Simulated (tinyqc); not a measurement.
Thin (001) film in sp3s* tight binding with raised dangling bonds: sweeps and comparisons. A value that a table varies takes the place of the one given here.

Planes alternate anion (a), cation (c) along [001], a/4 apart, starting with an anion; zero in-plane momentum; levels counted from the bulk Ev, the lower root of [[Epa, Vxx], [Vxx, Epc]]; no spin-orbit coupling. Block of s, pz, s*: from an anion to the cation above, Vss/2 (s,s), Vsapc/2 (s,z), -Vscpa/2 (z,s), Vxx/2 (z,z), Vxapc/2 (s*,z), -Vpaxc/2 (z,s*); to the cation below the same with the s-z and s*-z signs reversed. Block of u = (px + py)/sqrt2 and v = (px - py)/sqrt2: to the cation above (Vxx + Vxy)/2 for u and (Vxx - Vxy)/2 for v, to the cation below the reverse. Each surface atom has two dangling sp3 hybrids; raising both by dl adds (dl/2) [[1, t], [t, 1]] to its s, pz levels (t = -1 at the bottom face, +1 at the top) and dl to the one of u, v in whose plane the missing bonds lie (v for a bottom anion or a top cation, u for a top anion).

Values chosen for the exercise (near a published set for AlAs, fitted to gaps, whose masses and valley positions are rough; not measured data):

| symbol | value | unit | meaning |
|---|---|---|---|
| p | (-7.511, 0.986, -1.165, 3.565, 7.483, 6.711, -6.704, 1.89, 4.292, 5.132, 5.49, 4.536, 5.023) | eV | order Esa, Epa, Esc, Epc, Exa, Exc, Vss, Vxx, Vxy, Vsapc, Vscpa, Vxapc, Vpaxc |
| Nw | 23 |  | planes in the thicker film |
| a | 5.657 | angstrom | lattice constant |
| dp | 30 | eV | value of dl for the passivated films |
| Ns | (9, 10, 15, 20, 25, 32, 45, 70) |  | numbers of planes |

## States in the gap of a film

edges (eV): Gamma 3.09147, Delta 2.26403

Levels between 0 and the lower bulk edge, the largest weight on the two outer planes of both faces among them, and the nearest levels outside, for several shifts dl.

Film of Nw planes:

| dl (eV) | levels in the gap | at (eV) | surface weight | next above (eV) | next below (eV) |
|---|---|---|---|---|---|
| 0 | 3 | 0.111, 0.998, 0.998 | 0.85 | 2.2845 | -0.0052 |
| 1 | 4 | 0.318, 0.367, 1.870, 1.870 | 0.89 | 2.2845 | -0.0526 |
| 2 | 2 | 0.742, 0.763 | 0.69 | 2.2846 | -0.0518 |
| 3 | 2 | 1.236, 1.247 | 0.74 | 2.2846 | -0.0513 |
| 5 | 2 | 2.227, 2.235 | 0.71 | 2.2867 | -0.0507 |
| 10 | 0 | - | - | 2.2844 | -0.0502 |
| 30 | 0 | - | - | 2.2845 | -0.0498 |
| 100 | 0 | - | - | 2.2845 | -0.0496 |

Can the levels of the bare film be read as confined subbands?

No: with bare surfaces (dl = 0) 3 levels lie in the bulk gap, with up to 85 % of the weight on the four outer planes, two a face, where an even spread gives 17 %; these are dangling-bond states, not subbands. The reruns show the bulk gap clear from dl = 10 eV on, and at dl = 30 eV the next level above lies 0.0 meV from its value at 100 eV.

## Gap against thickness

Passivated films (finite dp, so levels can still be some meV from their limit), thickness N a/4. Highest level below mid-gap (either block) and the two lowest above it. The exponents are -d ln(shift)/d ln N between the sixth and the last film, for the valence level and for the lowest conduction level.

Levels (eV):

| N | thickness (angstrom) | Ev1 | Ec1 | Ec2 | gap |
|---|---|---|---|---|---|
| 9 | 12.73 | -0.2445 | 2.3684 | 2.5581 | 2.6128 |
| 10 | 14.14 | -0.1759 | 2.3557 | 2.5241 | 2.5316 |
| 15 | 21.21 | -0.1057 | 2.2977 | 2.3490 | 2.4034 |
| 20 | 28.29 | -0.0583 | 2.2864 | 2.3016 | 2.3447 |
| 25 | 35.36 | -0.0428 | 2.2817 | 2.2834 | 2.3245 |
| 32 | 45.26 | -0.0256 | 2.2748 | 2.2777 | 2.3003 |
| 45 | 63.64 | -0.0143 | 2.2701 | 2.2706 | 2.2844 |
| 70 | 99.00 | -0.0060 | 2.2667 | 2.2668 | 2.2726 |

exponents: valence 1.86, conduction 1.79

The gap is 2.613 eV at 12.7 angstrom and 2.273 eV at 99.0, against 2.264 eV in the bulk along this line. At 20 planes the conduction side gives 22 meV of the widening and the valence side 58 meV. A hard-walled parabolic band has exponent 2; departures come from the offset between N a/4 and the effective width, from non-parabolicity and from the termination (odd and even N end differently: in the direction of the bond rows at the two faces and, in a compound, in the kind of atom), which also makes single steps in N uneven. Ec1 and Ec2 come from the neighbourhood of X.

## What each change does

A film of Nw planes with shift dp: highest level below mid-gap (half the lower bulk edge) and the two lowest above. Each row changes one parameter from the base and keeps the others.

Results:

| case | Ev1 (eV) | Ec1 (eV) | Ec2 (eV) |
|---|---|---|---|
| base | -0.0498 | 2.2845 | 2.2866 |
| Nw = 24 | -0.0426 | 2.2836 | 2.2848 |
| dp = 60 eV | -0.0497 | 2.2845 | 2.2866 |

The largest shifts from the base row, up to three for each result and ties (the steps differ in size, so this ranks the rows, not the parameters). Ev1 (eV): Nw +0.0072, dp +0.0001. Ec1 (eV): Nw -0.0008; unchanged at the printed digits by dp. Ec2 (eV): Nw -0.0018; unchanged at the printed digits by dp. An odd change of Nw also changes which atoms end the film, so levels need not move as thickness alone would move them; the row for dp shows how far the passivation is from converged.

Run: tinyqc, `OMP_NUM_THREADS=1 python tinyqc.py 1480178 1480179 out.jsonl`; Intel(R) Xeon(R) Processor @ 2.30GHz, one thread, shared host; about 0.5 s of CPU time with all checks.
